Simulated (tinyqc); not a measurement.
Energy and delay of logic against supply voltage: one step of the calculation.

One expression serves below and above threshold: I(Vg) = Ik [ln(1 + exp((Vg - VT + dd V)/(al nf Vt)))]^al, with I_on = I(V) and I_off = I(0). Gate delay td = kd C V/I_on, clock period LD td. Per gate and cycle the switching energy is act C V^2 and the leakage energy I_off V LD td. No short-circuit current, no variation. Minima are sought above 0.09 V; below a few Vt gates no longer switch and the model has no meaning.

Task. New V. Minimum-energy supply: E(V) is the energy per gate and cycle; with h = 0.001 V, E' = (E(V + h) - E(V - h))/(2 h), E'' = (E(V - h) - 2 E(V) + E(V + h))/h^2, V(new) = V - E'/E''.

Values chosen for this exercise; values of the order met in logic technologies: temperature T = 378 K; threshold voltage at zero drain bias VT = 0.43 V; slope factor nf = 1.29; barrier lowering per volt of supply dd = 0.07; specific current of a gate Ik = 0.86 uA; exponent of the current law al = 1.75; load capacitance of a gate C = 0.77 fF; delay factor kd = 1.2; logic depth LD = 20; activity factor act = 0.1.

Constants: q = 1.602176634e-19 C, kB = 1.380649e-23 J/K, Vt = kB T/q. Results are converted to the units shown.

V at the start = 0.3 V

Find: E'; E''; V after iteration 1.

Result.

E' = 23.01 aJ/V
E'' = 507.0 aJ/V^2
V after iteration 1 = 0.2546 V

Computed by the program tinyqc: `OMP_NUM_THREADS=1 python tinyqc.py 2082092 2082093 out.jsonl`, one thread of a shared Intel Xeon 2.30GHz, about 0.01 s for the whole run.
